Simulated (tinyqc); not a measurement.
ESD clamp with bipolar snapback, compact model and design window: course of the iteration: base voltage at the failure current.

The drain junction multiplies the current that enters it: Igen = (M - 1)(Ic + I0), M = 1/(1 - (Vj/BV)^n). The generated holes leave through the substrate resistance and the base of the parasitic npn: Igen = Vb/Rb + Ic/be, Ic = Is exp(Vb/Vt). Terminal current I = Ic + I0 + Igen and voltage V = Vj + I Ro, per width. Isothermal, constant gain.

I(Vb) = Ic (1 + 1/be) + I0 + Vb/Rb, I' = Ic (1 + 1/be)/Vt + 1/Rb; Newton steps on ln I: Vb(new) = Vb - ln(I/It2) I/I'. V follows from the introduction.

Stop when Vb changes by less than 1e-10 V, or after 20 iterations. Vb must stay between 0 and 8 V.

Values chosen for this exercise; values close to those of grounded-gate n-channel clamps: temperature T = 300 K; junction breakdown voltage BV = 7.7 V; exponent of the multiplication n = 2.7; current gain of the parasitic npn be = 5.3; saturation current Is = 1.3e-17 A/um; junction leakage I0 = 4.9e-12 A/um; substrate resistance Rb = 60000 ohm um; drain ballast and contact resistance Ro = 220 ohm um; failure current for 100 ns It2 = 10.6 mA/um.

Constants: q = 1.602176634e-19 C, kB = 1.380649e-23 J/K, Vt = kB T/q. Results are converted to the units shown.

Vb at the start = 0.75 V

Course of the iteration:

| iteration | Vb (V) | \|change\| (V) |
|---|---|---|
| 1 | 0.903404 | 0.153 |
| 2 | 0.883122 | 0.0203 |
| 3 | 0.883116 | 6.37e-6 |
| 4 | 0.883116 | 1.03e-12 |

Did this iteration meet its convergence test, and what does its course show?

Yes. Converged in 4 iterations. At the end the number of correct digits about doubles with each step.

Computed by the program tinyqc: `OMP_NUM_THREADS=1 python tinyqc.py 2670017 2670018 out.jsonl`, one thread of a shared Intel Xeon 2.30GHz, about 0.01 s for the whole run.
